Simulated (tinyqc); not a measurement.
Displacements against temperature: thermal displacements in the Debye model: Debye-Waller factors, bond-length spread and the Lindemann rule. Computed by tinyqc, a small Python program. Command: `OMP_NUM_THREADS=1 python tinyqc.py 3006174 3006175 out.jsonl debyewaller walk`. One thread of a shared host (Intel(R) Xeon(R) Processor @ 2.30GHz), about 0.01 s of CPU time with the checks.

A Debye spectrum with three branches of one velocity, cut at k_B Theta; 8 atoms per cube, nearest neighbours at d = 0.433013 a.

Inputs (values chosen for the exercise, modelled on silicon): atomic mass M = 28.09 u; Debye temperature Theta = 560 K; lattice constant a = 5.431 angstrom; temperature T = 77 K.

Structure: diamond.

reflection (h k l): [1, 1, 1]

Constants: hbar^2/u = 4.18015928e-03 eV angstrom^2; k_B = 8.617333262e-05 eV/K.

Method:
- <u_x^2> = (3 hbar^2/(2 M k_B Theta)) int_0^1 s coth(s Theta/(2T)) ds (64 Gauss-Legendre points); it tends to 3 hbar^2/(4 M k_B Theta) at T = 0 and to 3 hbar^2 T/(M k_B Theta^2) at high T.
- B = 8 pi^2 <u_x^2>.
- G = 2 pi sqrt(h^2 + k^2 + l^2)/a; the intensity is multiplied by exp(-2W), 2W = G^2 <u_x^2>; the loss goes into thermal diffuse scattering.
- Correlated Debye model: sigma^2 = (3 hbar^2/(M k_B Theta)) int_0^1 s coth(s Theta/(2T)) [1 - sin(s q_D R)/(s q_D R)] ds for two atoms at distance R, q_D = (6 pi^2 n)^(1/3), n atoms per volume; uncorrelated motion would give 2 <u_x^2>.
- The correlation is 1 - sigma^2/(2 <u_x^2>); exp(-2W) uses 2W = G^2 <u_x^2>.

|G| = 2.00383 1/angstrom

Displacements (angstrom^2):
```
T (K)    <u_x^2>   classical  sigma^2 at d  sigma^2 at 2d  exp(-2W)
17     0.0023268  2.8084e-04     0.0030241      0.0046046   0.99070
56     0.0024649  9.2513e-04     0.0030445      0.0046680   0.99015
110    0.0028866   0.0018172     0.0032348      0.0051102   0.98848
200    0.0039737   0.0033040     0.0040090      0.0066150   0.98417
310    0.0055711   0.0051212     0.0053307      0.0090145   0.97788
450    0.0077490   0.0074341     0.0072264       0.012373   0.96936
670     0.011282    0.011068      0.010371       0.017883   0.95571
1000    0.016664    0.016520      0.015213       0.026322   0.93528
1200    0.019944    0.019824      0.018175       0.031476   0.92304
```

What does the comparison show, and why?

The classical line is within 5 % from T = 450 K (T/Theta = 0.80) on. The correlation of nearest neighbours grows from 0.35 to 0.54, since thermal motion weights long waves, which move neighbours together, more than zero-point motion does; at 2d it ends at 0.21. The reflection keeps 99 % of its intensity at the lowest T and 92 % at the highest.

Extremes, crossings and ranges named in words are read from the listed rows.
